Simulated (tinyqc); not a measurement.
Wafer and channel orientation: ellipsoidal valleys in the axes of a wafer and a channel.

Valleys with axes a along x, y and z, two valleys each; inverse mass tensor w = 1/mt + (1/ml - 1/mt) a a. Device axes: z = nz/|nz|, x = nx/|nx|, y = z cross x; in them a = (ax, ay, az). Confinement mass mz = 1/w_zz. In the plane w_ij is replaced by u_ij = w_ij - w_iz w_jz/w_zz (i, j = x, y); density-of-states mass md = 1/sqrt(det u); conductivity mass along x mc = 1/u_xx; ballistic transport mass mx = u_yy/det u, width mass my = 1/u_yy.

Hard walls: E_n = c (n pi/t)^2/mz, c = hbar^2/2m0, n = 1, 2, 3. Non-degenerate share of a valley proportional to md sum_n exp(-E_n/kT); mean 1/mc = sum of share/mc. 1 nm = 10 angstrom.

Constants: hbar^2/2m0 = 3.80998211 eV angstrom^2; kB = 8.617333262e-05 eV/K.

Values chosen for the exercise (near those of the Delta valleys of Si; the results hold for these values, not for the real material):
- ml = 0.934 m0 (longitudinal mass)
- mt = 0.191 m0 (transverse mass)
- t = 4.2 nm (thickness of the film)
- T = 300 K (temperature)

For each face/channel: the lowest ladder (mz, number of valleys, md, E1, share) and the mean conductivity mass over all valleys.

Cases:
```
face/channel
(113)/[1-10]
(210)/[001]
(110)/[1-10]
(112)/[11-1]
(111)/[1-10]
(100)/[011]
(110)/[001]
```

Rank the cases by mean mc, lowest first.

Answer: (100)/[011], (210)/[001], (110)/[001], (113)/[1-10], (111)/[1-10], (112)/[11-1], (110)/[1-10].

Results:
```
face/channel     mz  valleys     md  E1 (meV)  share  mean mc
(113)/[1-10]  0.547        2  0.250      39.0  0.790   0.2099
(210)/[001]   0.525        2  0.255      40.6  0.771   0.2042
(110)/[1-10]  0.317        4  0.328      67.2  0.896   0.4681
(112)/[11-1]  0.407        2  0.289      52.4  0.673   0.3672
(111)/[1-10]  0.260        6  0.362      82.0  1.000   0.2988
(100)/[011]   0.934        2  0.191      22.8  0.883   0.2004
(110)/[001]   0.317        4  0.328      67.2  0.896   0.2082
```

The mean conductivity mass is lowest, 0.2004, for (100)/[011] and highest, 0.4681, for (110)/[1-10]; the bulk value is 0.2599. The confinement energy is lowest on the face with the heaviest mz ((100), 23 meV). The density of states of the lowest ladder, valleys times md, runs between 0.382 and 2.172; a small value limits the charge through the quantum capacitance.

Computed by tinyqc, a small Python program: `OMP_NUM_THREADS=1 python tinyqc.py 1850613 1850614 out.jsonl` (the numbers bound the seed that draws the inputs); one thread of a shared host (Intel(R) Xeon(R) Processor @ 2.30GHz), about 0.01 s for the whole set of steps.
